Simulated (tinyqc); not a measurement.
Inside a calculation. Model: minority carriers and saturation current of a heavily doped emitter.

Program tinyqc, `OMP_NUM_THREADS=1 python tinyqc.py 2330111 2330112 out.jsonl`; Intel Xeon 2.30GHz, shared host, one thread, about 0.01 s. Printed values are rounded.

n-type, parabolic bands, full ionisation. eta = (EF - Ec)/kB T solves N = Nc F12(eta), F12(x) = (2/sqrt(pi)) int_0^infinity sqrt(u)/(1 + exp(u - x)) du. The gap shrinks rigidly by dEg = a3 y^(1/3) + a4 y^(1/4) + a2 y^(1/2), y = N/1e18 cm^-3, an empirical law that is here taken as the true narrowing.

Inputs (values chosen for the exercise); band and dielectric values close to those of silicon:
```
symbol    value        unit                                     meaning
T           250           K                                 temperature
Eg         1.11          eV                                    band gap
Nc      2.14e19       cm^-3  conduction-band density of states at 250 K
Nv      2.05e19       cm^-3     valence-band density of states at 250 K
N        3.6e19       cm^-3                       ionised donor density
a3         17.5         meV               coefficient of (N/1e18)^(1/3)
a4          3.3         meV               coefficient of (N/1e18)^(1/4)
a2          3.2         meV               coefficient of (N/1e18)^(1/2)
mup         140  cm^2/(V s)                      minority-hole mobility
Cn        2e-31      cm^6/s                           Auger coefficient
ts          0.8          us                             defect lifetime
W           110          nm                               emitter width
S          3100        cm/s       recombination velocity at the contact
```

Constants: q = 1.602176634e-19 C, kB = 1.380649e-23 J/K, Vt = kB T/q. Results are converted to the units shown.

Range of the model: Band tails, non-parabolic bands and incomplete ionisation are left out.

## Iteration 1: Fermi level

eta at the start (Boltzmann value) = 0.5201

Newton step on ln F12(eta) = ln(N/Nc): eta(new) = eta - ln(Nc F12/N) F12/Fm, Fm(x) = dF12/dx = (1/sqrt(pi)) int_0^infinity u^(-1/2)/(1 + exp(u - x)) du.

F12 = 1.13365
Fm = 0.816339
eta after iteration 1 = 1.06820

## Course of the iteration

Stop when eta changes by less than 1e-9.

Course of the iteration:
```
iteration      eta   change
1          1.06820    0.548
2          1.10143   0.0332
3          1.10155  1.22e-4
4          1.10155  1.66e-9
5          1.10155        0
```

Converged in 5 iterations.

## Effective intrinsic density

converged eta = 1.10155

ni = sqrt(Nc Nv) exp(-Eg/(2 Vt)), Eg in volts; degeneracy factor g = F12(eta) exp(-eta); nie^2 = ni^2 exp(dEg/kB T) g, p0 = nie^2/N; apparent narrowing dEg + kB T ln g.

ni = 1.35761e8 cm^-3
dEg = 85.0670 meV
g = 0.559100
apparent narrowing = 72.5412 meV
nie = 7.31070e8 cm^-3
p0 = 0.0148462 cm^-3

Narrowing multiplies p0 by 51.9 and degeneracy by 0.559.

## Saturation current

1/tau = Cn N^2 + 1/ts, D = mup Vt, L = sqrt(D tau); J0 = (q p0 D/L)(s + tanh(W/L))/(1 + s tanh(W/L)), s = S L/D; the share recombining inside is 1 - 1/[cosh(W/L)(1 + tanh(W/L)/s)].

tau = 3.83951 ns
L = 1076.11 nm
s = 0.110606
J0 = 0.0140069 fA/cm^2
share recombining inside = 48.2138 %

Bulk and contact share the loss.
